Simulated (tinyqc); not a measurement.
## Free and trapped electrons in a MOS channel with a dense trap tail: effect of the decay energy of the tail

p-type body, charge-sheet picture, full ionisation (an idealisation for deep acceptors), Boltzmann statistics for free electrons. e = Ec - EF at the surface. Acceptor-like traps of density D(E) = D0 + De exp(-E/Ew) at depth E below Ec, from 0 to Eu, hold n_t = integral of D(E)/(1 + exp((e - E)/Vt)). psi = Eg - Vt ln(Nv/Na) - e; N_dep = sqrt(2 eps0 eps_r Na (psi - Vt)/q); n_f = sqrt(N_dep^2 + 2 eps0 eps_r Vt Nc exp(-e/Vt)/q) - N_dep; Vg = Vfb + psi + q (N_dep + n_t + n_f)/Cox, Cox = eps0 eox/tox.

VT is the Vg for n_f = 1e11 cm^-2; swing ln 10 n_f/(dn_f/dVg) at n_f = 1e8 cm^-2; the last three columns are for Vg = VT + 2.2 V, with free share n_f/(n_f + n_t) and field-effect mobility mf q (dn_f/dVg)/Cox; there EF is near the band edge, where Boltzmann statistics are rough.

Values chosen for this exercise; band and dielectric values close to those of silicon:
- T = 475 K (temperature)
- Eg = 1.11 eV (band gap)
- eps_r = 11.7 (relative permittivity)
- Nc = 5.66e19 cm^-3 (conduction-band density of states at T)
- Nv = 5.28e19 cm^-3 (valence-band density of states at T)
- eox = 3.9 (relative permittivity of the insulator)
- tox = 27 nm (insulator thickness)
- Na = 5.8e16 cm^-3 (acceptor density)
- Vfb = -0.97 V (flat-band voltage without trapped charge)
- D0 = 1.3e11 cm^-2 eV^-1 (constant background density of acceptor-like traps)
- De = 4.4e12 cm^-2 eV^-1 (density of the tail at the conduction edge)
- Eu = 0.54 eV (depth below Ec down to which the traps reach)
- mf = 170 cm^2/(V s) (mobility of free electrons)

Constants: q = 1.602176634e-19 C, kB = 1.380649e-23 J/K, Vt = kB T/q, eps0 = 8.8541878128e-14 F/cm where lengths are in cm. Results are converted to the units shown.

Effect of the decay energy of the tail:
columns A: Ew (eV); B: e at VT (eV); C: VT (V); D: q n_t/Cox at VT (V); E: swing (mV/decade); F: n_f (cm^-2); G: free share (%); H: field-effect mobility (cm^2/(V s))
```
A          B       C        D      E         F      G      H
0.03  0.2194  0.6412  0.05458  219.1  1.609e12  94.40  157.7
0.05  0.2194  0.6493  0.06266  219.2  1.575e12  91.93  155.2
0.07  0.2194  0.6681  0.08145  219.7  1.538e12  88.91  153.0
0.09  0.2194  0.6982   0.1116  221.3  1.504e12  85.65  151.1
0.11  0.2194  0.7375   0.1508  224.3  1.473e12  82.36  149.5
0.13  0.2194  0.7829   0.1963  228.8  1.447e12  79.20  148.2
0.15  0.2194  0.8319   0.2453  234.6  1.423e12  76.23  147.0
0.17  0.2194  0.8825   0.2958  241.2  1.403e12  73.51  146.0
```

What does the comparison show?

As Ew goes from 0.03 to 0.17, VT rises from 0.641 to 0.882 V, its part due to traps rises from 0.0546 to 0.296 V, the swing rises from 219 to 241 mV/decade and the field-effect mobility falls from 158 to 146 cm^2/(V s).

Computed by the program tinyqc: `OMP_NUM_THREADS=1 python tinyqc.py 2222074 2222075 out.jsonl`, one thread of a shared Intel Xeon 2.30GHz, about 0.02 s for the whole run.
